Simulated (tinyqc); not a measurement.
Sweeping the field: donor near an oxide interface in a gate field (two-state model).

Interface at z = 0 (hard wall), donor at z = d, field F pulling electrons to the interface: potential e F z; 1 kV/cm = 1e-5 eV/angstrom, c = hbar^2/2m0, q = e^2/(4 pi eps0), Q = (eps - eo)/(eps + eo). Donor state: E_D = e F d - ED - q Q/(4 eps d), the last term joining the images of ion and electron. Interface state: z exp(-b z/2) exp(-rho^2/(2 L^2)) with E_z = c b^2/(4 mz) + 3 e F/b + q Q b/(8 eps), minimised over b; in the plane at z = 3/b the ion (distance D = d - 3/b) and its image (D' = d + 3/b) give E_rho = c/(mt L^2) - (q/eps)(sqrt(pi)/L)[erfcx(D/L) + Q erfcx(D'/L)], erfcx(x) = exp(x^2) erfc(x), minimised over L. E_I = E_z + E_rho.

The two states couple by t = t0 exp(-D/aD) with t0 = q/(eps aD) (2 aD/L) sqrt(aD b/2) v, v a valley factor; this form is an estimate. With detuning u = E_D - E_I the splitting is sqrt(u^2 + 4 t^2) and the lower state has weight (1 - u/sqrt(u^2 + 4 t^2))/2 on the donor.

Constants: hbar^2/2m0 = 3.80998211 eV angstrom^2; e^2/(4 pi eps0) = 14.39964547 eV angstrom.

Values chosen for the exercise (near those of a donor in Si below SiO2, static dielectric constants; shifted at random, so the results belong to these values and not to a real crystal):
```
symbol  value                                                     unit      meaning
d       170                                                       angstrom  depth of the donor
ED      45.1                                                      meV       bulk binding energy
mz      0.911                                                     m0        mass across the interface
mt      0.192                                                     m0        mass in the plane
eps     11.6                                                                dielectric constant of the semiconductor
eo      3.9                                                                 dielectric constant of the oxide
aD      20.6                                                      angstrom  donor radius
v       0.52                                                                valley factor
Fl      (37.343, 37.496, 37.557, 37.588, 37.618, 37.679, 37.832)  kV/cm     fields
```

Both levels, the splitting, the donor weight and the mean depth w d + (1 - w) 3/b.

Results:
```
F (kV/cm)  E_D (meV)  E_I (meV)  splitting (meV)  donor weight  mean depth (angstrom)
37.343        17.476     17.785            0.311         0.996                  169.5
37.496        17.736     17.852            0.122         0.974                  166.7
37.557        17.840     17.879           0.0550         0.852                  151.2
37.588        17.893     17.892           0.0390         0.494                  105.5
37.618        17.944     17.905           0.0547         0.149                   61.4
37.679        18.047     17.932            0.122         0.026                   45.7
37.832        18.308     17.999            0.311         0.004                   42.8
```

E_D rises by 1.70 and E_I by 0.44 meV per kV/cm, so they cross once, near 37.6 kV/cm, where the splitting is 2t = 0.039 meV. The donor weight passes from 0.85 to 0.15 while the detuning goes from -2t to 2t, a window of 0.062 kV/cm or 0.16 % of the field; across the table the charge moves by 127 angstrom.

Program tinyqc; command `OMP_NUM_THREADS=1 python tinyqc.py 1282235 1282236 out.jsonl`; about 0.1 s on one thread of a shared Intel(R) Xeon(R) Processor @ 2.30GHz.
